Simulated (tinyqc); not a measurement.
Inside a calculation. Model: deep-level transient spectroscopy (DLTS) of one majority-carrier trap. Computed by tinyqc, a small Python program that keeps every step. Command: `OMP_NUM_THREADS=1 python tinyqc.py 3019536 3019537 out.jsonl dlts walk`. One thread of a shared host (Intel(R) Xeon(R) Processor @ 2.30GHz), about 0.1 s of CPU time with the checks. Intermediate numbers are printed to about 6 digits and carried at full precision; extremes and crossings named in words are read from the listed rows.

A filling pulse loads the traps in a one-sided junction; under reverse bias they empty at the rate e, and the capacitance relaxes as C(t) = C_0 - dC exp(-e t). The signal is S = [C(t_2) - C(t_1)]/dC.

Inputs (values chosen for the exercise, with mass and screening modelled on CdTe):

| quantity | value | unit |
|---|---|---|
| density-of-states mass m | 0.0982 | m_0 |
| valleys M | 1 | - |
| trap depth E_t | 0.146 | eV |
| cross-section sigma_0 | 5e-17 | cm^2 |
| degeneracy ratio g | 1 | - |
| gate time t_1 | 0.0006 | s |
| ratio t_2/t_1 | 2.5 | - |
| temperature T | 71 | K |
| doping N | 2.9e+15 | cm^-3 |
| trap density N_t | 5.1e+13 | cm^-3 |
| dielectric constant eps | 10.3 | - |
| built-in voltage V_b | 0.55 | V |
| reverse bias V_r | 3.8 | V |
| diode area | 0.0019 | cm^2 |
| capture barrier E_b | 0.022 | eV |

Carriers: electrons. Extra term: capture barrier.

Constants: k_B = 8.617333262e-05 eV/K; k_B = 1.380649e-23 J/K; m_0 = 9.1093837015e-31 kg; h = 6.62607015e-34 J s; eps_0 = 8.8541878128e-12 F/m; e = 1.602176634e-19 C.

## Emission rate at T

e = g sigma v N_b exp(-E/k_B T), v = sqrt(3 k_B T/m), N_b = 2 M (2 pi m k_B T/h^2)^(3/2), sigma = sigma_0 exp(-E_b/k_B T), E = E_t.

thermal velocity v = 1.81314e+07 cm/s

N_b = 8.89088e+16 cm^-3

sigma = 1.37198e-18 cm^2

E = 0.146 eV

emission rate e = 9.57717e-05 1/s

## Rate window and signal

S(e) = exp(-e t_1) - exp(-e t_2) peaks at the rate window e_0 = ln(t_2/t_1)/(t_2 - t_1).

rate window e_0 = 1018.10 1/s

peak height S_max = 0.325730

signal at T = 8.61945e-08

At this T the trap empties slower than the window, by a factor 1.06e7: the point lies on the low-temperature side of the peak.

## Peak temperature and width

T_p solves e(T) = e_0 (bisection between 15 and 1500 K); the half-height points solve S = S_max/2 on either side.

peak temperature T_p = 152.250 K

lower half-height point = 138.266 K

upper half-height point = 163.759 K

full width = 25.4935 K

The width is 16.7 % of T_p, and E_t is 11.1 k_B T_p.

## Peaks for six windows

t_1 is scaled by 0.1, 0.3, 1, 3, 10 and 30 at fixed t_2/t_1; each T_p by bisection.

Arrhenius data:

| t_1 (s) | e_0 (1/s) | T_p (K) | 1/(k_B T_p) (1/eV) | ln(e_0/T_p^2) |
|---|---|---|---|---|
| 0.00006 | 1.01810e+04 | 179.910 | 64.5018 | -1.15663 |
| 0.00018 | 3.39367e+03 | 165.643 | 70.0576 | -2.09000 |
| 0.00060 | 1.01810e+03 | 152.250 | 76.2204 | -3.12535 |
| 0.00180 | 3.39367e+02 | 141.685 | 81.9036 | -4.08013 |
| 0.00600 | 1.01810e+02 | 131.586 | 88.1898 | -5.13621 |
| 0.01800 | 3.39367e+01 | 123.488 | 93.9730 | -6.10779 |

## Arrhenius fit

Least squares of ln(e_0/T_p^2) on 1/(k_B T_p): slope -E_a, intercept ln(gamma sigma_a) with gamma = v N_b/T^2 = sqrt(3 k_B/m) 2 M (2 pi m k_B/h^2)^(3/2). For comparison, the slope of ln e_0 alone.

apparent depth E_a = 0.168 eV

intercept = 9.67967

gamma = 3.19786e+20 cm^-2 s^-1 K^-2

apparent cross-section = 5.00000e-17 cm^2

slope without T^2 = 0.193482 eV

The apparent depth is 0.1680 eV against E_t = 0.146 eV, and the apparent cross-section is 1.00 times sigma_0: the capture barrier adds to the slope, so the true depth needs a separate measurement of capture. Leaving out the T^2 factor overstates the slope by 25 meV, about 2 k_B T_p.

## Signal size and trap density

W = sqrt(2 eps eps_0 (V_b + V_r)/(e N)), C_0 = eps eps_0 area/W. The pulse goes to zero bias, W_0 = W(V_r = 0). Traps within lambda = sqrt(2 eps eps_0 (E_t - E_F)/(e^2 N)) of the depletion edge stay filled, with E_F = k_B T_p ln(N_b/N) from the band, N_b = 2 M (2 pi m k_B T_p/h^2)^(3/2) (dopants taken as fully ionised). dC = C_0 (N_t/2N) f, f = [(W - lambda)^2 - max(W_0 - lambda, 0)^2]/W^2. The simple estimate is 2 N dC/C_0.

depletion width W = 1.30677 micrometre

C_0 = 13.2599 pF

lambda = 0.183825 micrometre

f = 0.692260

transient amplitude dC = 80.7147 fF

simple estimate of N_t = 3.53053e+13 cm^-3

The simple estimate finds 69 % of the traps.

Checks made by the program: the maximum of S(T) on a fine grid against T_p (relative difference below 1e-10).
